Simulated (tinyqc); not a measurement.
## Thermal RC ladder, step response: single pulses of growing length

A ladder of 3 nodes: R_i joins node i to node i + 1, the last R to the ambient; C_i is the heat capacity of node i; theta is the rise above ambient, zero at t = 0. d theta/dt = -A theta + b with b = (Pw/C_1, 0, ...), times in ms.

A = C^(-1) K, K_ii = 1/R_(i-1) + 1/R_i (no first term for node 1), K_(i,i+1) = K_(i+1,i) = -1/R_i. The time constants tau_k are the inverse eigenvalues of A; the rise of node 1 per watt is Z(t) = sum_k r_k (1 - exp(-t/tau_k)), with r_k = v_k1^2 tau_k/C_1 and v_k the unit eigenvectors of C^(-1/2) K C^(-1/2).

Parameters, values chosen for the exercise: resistances, junction to ambient R = [0.99, 1.6, 0.27] K/W; heat capacities of the nodes C = [0.2, 6.4, 20] mJ/K; power at node 1 from t = 0 Pw = 2.1 W.

Single pulses of growing length:
```
t (ms)  Z(t) (K/W)   Z/sum R  t/C_1 (K/W)  rise (K)
0.038      0.17291  0.060459      0.19000   0.36312
0.086      0.34913   0.12207      0.43000   0.73317
0.19       0.61363   0.21456      0.95000    1.2886
0.43       0.89667   0.31352       2.1500    1.8830
0.96        1.0673   0.37318       4.8000    2.2413
2.2         1.2418   0.43420       11.000    2.6078
4.8         1.5398   0.53839       24.000    3.2336
11          2.0366   0.71208       55.000    4.2768
24          2.5471   0.89061       120.00    5.3490
54          2.8260   0.98810       270.00    5.9345
```

Z rises from 0.173 to 2.83 K/W, against 2.86 K/W in the steady state. In the first row it is 9.0 % below t/C_1, the limit in which only the first heat capacity is charged. It passes half of the steady value at t = 4.8 ms among the rows.

Computed by the program tinyqc: `OMP_NUM_THREADS=1 python tinyqc.py 2520010 2520011 out.jsonl`, one thread of a shared Intel Xeon 2.30GHz, about 0.01 s for the whole run.
